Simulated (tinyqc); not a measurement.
## A discretised effective-mass wire between two leads, recursive Green functions: the device repeated

Finite differences on a grid of step a give a chain with hopping -t, t = C/(m a^2), C = hbar^2/(2 m0), and site energies 2 t + U_i for the N = 7 sites of the device; the semi-infinite leads have site energy 2 t. Each slice is one site, and V = -t couples neighbouring slices.

Sigma = t^2 g(E - 2 t), g(x) = (x - i sqrt(4 t^2 - x^2))/(2 t^2) for |x| < 2 t and (x - sign(x) sqrt(x^2 - 4 t^2))/(2 t^2) otherwise; Gamma = i (Sigma - Sigma^dagger); both leads give the same. Forward pass: g_1 = (E - H_1 - Sigma)^(-1), g_i = (E - H_i - V g_(i-1) V^dagger)^(-1), with Sigma also subtracted on the last slice; G_(i,1) = g_i V G_(i-1,1), starting from g_1. H_i is the block of slice i, its site energy. T(E) = Tr[Gamma G_(N,1) Gamma G_(N,1)^dagger]. The list U is repeated k times, so the device has k N slices.

Parameters, values chosen for the exercise:

| symbol | value | unit | meaning |
|---|---|---|---|
| m | 0.042 | m0 | effective mass |
| a | 1 | nm | grid step |
| U | [0, 0.24, 0.24, 0, 0, 0, 0] | eV | potential on the sites 1 to N |
| E | 0.176 | eV | energy above the band bottom of the leads |

Constants: q = 1.602176634e-19 C, hbar = 1.054571817e-34 J s, m0 = 9.1093837015e-31 kg, hbar^2/(2 m0) = 0.0380998212 eV nm^2. Results are converted to the units shown.

The device repeated:

| k | T(E) | ln T(E) |
|---|---|---|
| 1 | 0.7110 | -0.3410 |
| 2 | 0.4095 | -0.8929 |
| 3 | 0.2748 | -1.292 |
| 4 | 0.2243 | -1.495 |
| 5 | 0.2208 | -1.510 |
| 6 | 0.2619 | -1.340 |
| 8 | 0.6460 | -0.4369 |
| 10 | 0.7790 | -0.2497 |
| 12 | 0.2899 | -1.238 |

T(E) moves between 0.221 and 0.779 and does not die away: at least one band of the periodic structure that the repeats form is open at this energy.

Computed by the program tinyqc: `OMP_NUM_THREADS=1 python tinyqc.py 2660130 2660131 out.jsonl`, one thread of a shared Intel Xeon 2.30GHz, about 0.02 s for the whole run.
